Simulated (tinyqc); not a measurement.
Hole mobility in a silicon inversion layer, empirical terms and Matthiessen rule: one step of the calculation.

Inversion layer of sheet density Ns on a uniformly doped body, under a high-permittivity gate with an interlayer. The mobility terms are empirical power laws with prefactors chosen for the exercise; adding their inverses (Matthiessen) is itself an approximation.

Task. Inversion density for the measured current. I = (W/L) q Ns mu Vd. E = q (Ndep + eta Ns)/(eps0 eps_r) in MV/cm. With t = T/(300 K): muC = Ac (Ns/1e12 cm^-2) t/(Nb/1e17 cm^-3 + Nit/1e11 cm^-2), muP = Ap E^(-1/3) t^(-1.75), muS = As E^(-gs), muR = Ar exp(2 ti/lr)/t; 1/mu is the sum of the inverses. Ns(new) = I/((W/L) q mu Vd).

Values chosen for this exercise; material values close to those of silicon: temperature T = 325 K; relative permittivity of the semiconductor eps_r = 11.6; body doping Nb = 6.1e17 cm^-3; weight of the inversion charge in the effective field eta = 0.3333; phonon-limited mobility at 1 MV/cm and 300 K Ap = 123 cm^2/(V s); roughness-limited mobility at 1 MV/cm As = 335 cm^2/(V s); exponent of the roughness term gs = 1.3; Coulomb prefactor Ac = 1700 cm^2/(V s); charge at the interface Nit = 1e11 cm^-2; remote-phonon mobility without interlayer Ar = 390 cm^2/(V s); interlayer thickness ti = 1.3 nm; decay length of remote phonons lr = 0.7 nm; ratio W/L WL = 20; drain voltage Vd = 0.02 V; measured linear current I = 4.16 uA.

Constants: q = 1.602176634e-19 C, eps0 = 8.8541878128e-14 F/cm where lengths are in cm. Results are converted to the units shown.

Ns at the start = 4.2e11 cm^-2
Ndep = 2.6543823e12 cm^-2

Give: E; mu; Ns after iteration 1.

Result.

E = 0.43590 MV/cm
mu = 57.629 cm^2/(V s)
Ns after iteration 1 = 1.1264e12 cm^-2

Numbers from tinyqc (`OMP_NUM_THREADS=1 python tinyqc.py 2510167 2510168 out.jsonl`; about 0.01 s on one thread of a shared Intel Xeon 2.30GHz).
